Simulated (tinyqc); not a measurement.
Rigid-ion and shell models of the dielectric response of an ionic crystal. From bulk modulus B back to hardness d/rho. Computed by tinyqc, a small Python program. Command: `OMP_NUM_THREADS=1 python tinyqc.py 3002595 3002596 out.jsonl shell inv`. One thread of a shared host (Intel(R) Xeon(R) Processor @ 2.30GHz), about 0.01 s of CPU time with the checks.

Charges +Z and -Z; 8 nearest neighbours, Madelung constant M = 1.762675, volume per ion pair Omega = 1.539601 d^3. Energy per pair U = -M Z^2 e2/d + 8 A exp(-d/rho), e2 = e^2/(4 pi eps_0). In the shell model the anion is a core of charge Y - Z and a massless shell of charge -Y, joined by the spring k; the repulsion acts on the shell. Each ion feels the Lorentz field E + (4 pi/3) P (Gaussian units).

Inputs (values chosen for the exercise, for a model crystal): nearest-neighbour distance d = 2.31 angstrom; ionic charge Z = 1 e.

Structure: caesium chloride.

Constants: e^2/(4 pi eps_0) = 14.39964548 eV angstrom; 1 eV/angstrom^3 = 160.2176634 GPa.

Method. Zero pressure fixes 8 A exp(-d/rho) = M Z^2 e2 rho/d^2. Then U = -(M Z^2 e2/d)(1 - rho/d), B = M Z^2 e2 (d/rho - 2)/(9 Omega d), and the spring of one sublattice against the other is R = (1/3) x (Laplacian of the repulsion summed over neighbours) = M Z^2 e2 (d/rho - 2)/(3 d^3), so R = 3 B Omega/d^2.

Question. A run gave the result below. Find the hardness d/rho, known to lie between 8.1 and 12.

bulk modulus B = 77.35468 GPa

Answer.

Each step takes the trial c = (a f_b - b f_a)/(f_b - f_a), f being the result less the target and a, b, c the logarithms of the listed values; c replaces end b, the old b replaces a if the sign of f changed, and otherwise f_a is halved.

Scan of the range:
```
hardness d/rho  bulk modulus B (GPa)
8.10                          62.873
8.65                          68.542
9.23                          74.520
9.86                          81.014
10.50                         87.610
11.20                         94.825
12.00                        103.071
```

False position (Illinois rule, in the logarithm of the input) inside the bracket:
```
step    end a    end b    trial  bulk modulus B (GPa)
1     9.23000  9.86000  9.49989               77.3020
2     9.86000  9.49989  9.50491               77.3537
3     9.86000  9.50491  9.50509               77.3556
4     9.50491  9.50509  9.50500               77.3547
```

Bulk modulus B rises at every point of a 13-point scan of the range (every second point is shown), so one value fits; it is bracketed by 9.23 and 9.86. The scan shows a straight line, so linear interpolation between any two rows gives the answer at once. Answer: hardness d/rho = 9.505.
